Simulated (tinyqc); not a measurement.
# Trap depth and cross-section from two peaks

Inverse problem. A DLTS peak lies where ew = sn g T^2 exp(-Et/kB T), g = vth Nc/(300 K)^2. Find Et and sn.

Values chosen for this exercise:
- Nc = 2.82e19 cm^-3 (conduction-band density of states at 300 K)
- vth = 2.3e7 cm/s (thermal velocity at 300 K)

Constants: q = 1.602176634e-19 C, kB = 1.380649e-23 J/K. Results are converted to the units shown.

peak temperatures for ew = 20 and 500 1/s (K): [226.14986, 257.07053]

Answer. The slope of ln(ew/T^2) against q/kB T is -Et, and the intercept is ln(sn g).

Et = 0.4800 eV
sn = 2.700e-15 cm^2

Program tinyqc, `OMP_NUM_THREADS=1 python tinyqc.py 2050164 2050165 out.jsonl`; Intel Xeon 2.30GHz, shared host, one thread, about 0.01 s.
